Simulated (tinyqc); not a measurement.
A clean chain and dephasing by Buettiker voltage probes: two steps of the calculation.

Sites 1 to 3 form a chain with hopping -t. Lead L joins site 1 and lead R site 3, both semi-infinite chains with hopping -t and site energy 0. Every site carries a probe with self-energy -i Gamma_p/2 that draws no net current. Linear response at zero temperature: mu_L = 1, mu_R = 0 in units of the bias.

Constants: q = 1.602176634e-19 C, h = 6.62607015e-34 J s. Results are converted to the units shown.

Problem 1. Probe potentials and effective transmission. No current into probe p: W mu = T_pL with W_pp = T_pL + T_pR + sum_q T_pq and W_pq = -T_pq. Then T_eff = T_RL + sum_p T_pR mu_p, and the resistance is (h/2q^2)/T_eff.

T_RL = 0.37369681

| probe | T_pL | T_pR |
|---|---|---|
| 1 | 0.30103101 | 0.12906901 |
| 2 | 0.17908690 | 0.17908690 |
| 3 | 0.12906901 | 0.30103101 |

T_pq:

|  | 1 | 2 | 3 |
|---|---|---|---|
| 1 | 0.000000000 | 0.061853804 | 0.044578412 |
| 2 | 0.061853804 | 0.000000000 | 0.061853804 |
| 3 | 0.044578412 | 0.061853804 | 0.000000000 |

Find: W; mu_p; T_eff; resistance.

Solution 1.

W:

|  | 1 | 2 | 3 |
|---|---|---|---|
| 1 | 0.5365 | -0.0619 | -0.0446 |
| 2 | -0.0619 | 0.4819 | -0.0619 |
| 3 | -0.0446 | -0.0619 | 0.5365 |

mu_p, probe 1 to 3: [0.6480, 0.5000, 0.3520]
T_eff = 0.6528
resistance = 19.77 kohm

Problem 2. Current at both leads. In units of (2 q^2/h) times the bias, T_RL + sum_p T_pL (1 - mu_p) leaves L and T_RL + sum_p T_pR mu_p enters R.

T_RL = 0.37369681

| probe | T_pL | T_pR | mu_p |
|---|---|---|---|
| 1 | 0.30103101 | 0.12906901 | 0.64795977 |
| 2 | 0.17908690 | 0.17908690 | 0.50000000 |
| 3 | 0.12906901 | 0.30103101 | 0.35204023 |

Give: current leaving L; current entering R.

Solution 2.

current leaving L = 0.6528
current entering R = 0.6528

The two are equal: the probes conserve the current.

Computed by the program tinyqc: `OMP_NUM_THREADS=1 python tinyqc.py 2700122 2700123 out.jsonl`, one thread of a shared Intel Xeon 2.30GHz, about 0.01 s for the whole run.
